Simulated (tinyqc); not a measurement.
# Worked calculation: front-illuminated p-i-n photodiode, quantum efficiency and bandwidth

Numbers from tinyqc (`OMP_NUM_THREADS=1 python tinyqc.py 2250129 2250130 out.jsonl`; about 0.01 s on one thread of a shared Intel Xeon 2.30GHz). Printed values are rounded.

Light enters through a p layer (0 to xp), a depleted layer (xp to xp + wi) and a thick n substrate, decaying as exp(-al x); one pass, no back reflection. Carriers made in the depleted layer are all collected; those in the neutral layers diffuse.

Inputs (values chosen for the exercise); values close to those of germanium at this wavelength: wavelength lam = 1550 nm; absorption coefficient al = 1450 1/cm; reflectance of the front face Rf = 0.02; relative permittivity eps_r = 15.9; thickness of the front p layer xp = 0.53 um; thickness of the depleted layer wi = 3.3 um; electron diffusion coefficient in the p layer Dn = 39 cm^2/s; electron diffusion length in the p layer Ln = 5.9 um; recombination velocity of the front surface S = 10000 cm/s; hole diffusion length in the thick n substrate Lp = 1.8 um; electron drift velocity ve = 6.12e6 cm/s; hole drift velocity vh = 4.07e6 cm/s; diameter dia = 82 um; load resistance RL = 50 ohm; parasitic capacitance Cp = 50 fF; modulation frequency f = 3.8 GHz.

Constants: q = 1.602176634e-19 C, h = 6.62607015e-34 J s, c = 299792458 m/s, eps0 = 8.8541878128e-14 F/cm where lengths are in cm. Results are converted to the units shown.

## Quantum efficiency

k = al Ln, s = S Ln/Dn, e = exp(-al xp); front layer f1 = (k/(k^2 - 1)) {[s + k - e (s cosh(xp/Ln) + sinh(xp/Ln))]/[s sinh(xp/Ln) + cosh(xp/Ln)] - k e}; depleted layer f2 = e (1 - exp(-al wi)); substrate f3 = e exp(-al wi) al Lp/(1 + al Lp); external efficiency (1 - Rf)(f1 + f2 + f3); responsivity = efficiency q lam/(h c).

s = 0.151282
f1 = 0.0732725
f2 = 0.352157
f3 = 0.118779
external efficiency = 0.533325
responsivity = 0.666741 A/W

The front layer absorbs 7.40 % of the light that enters and collects 99.1 % of that. Diffusion from the neutral layers makes up 35.3 % of the current.

## Response at one frequency

Drift response for pairs made in the depleted layer, a = al wi, g = 1 - exp(-a), u = 2 pi i f, te = wi/ve, th = wi/vh: electrons He = [g - a (exp(-a) - exp(-u te))/(u te - a)]/(u te g), holes Hh = [g - a (1 - exp(-a - u th))/(a + u th)]/(u th g); C = eps0 eps_r pi (dia/2)^2/wi + Cp; total |He + Hh|/sqrt(1 + (2 pi f RL C)^2), for the current of the depleted layer alone.

te = 53.9216 ps
th = 81.0811 ps
He = 0.464880-0.220659i
Hh = 0.341149-0.237885i
|He + Hh| = 0.927332
C = 275.294 fF
total response = 0.880975

The drift response alone falls to 1/sqrt(2) at 8.21 GHz and the RC term alone at 11.6 GHz; together they give 6.40 GHz for this part of the current; the diffusion currents, left out, respond on their own time scales.
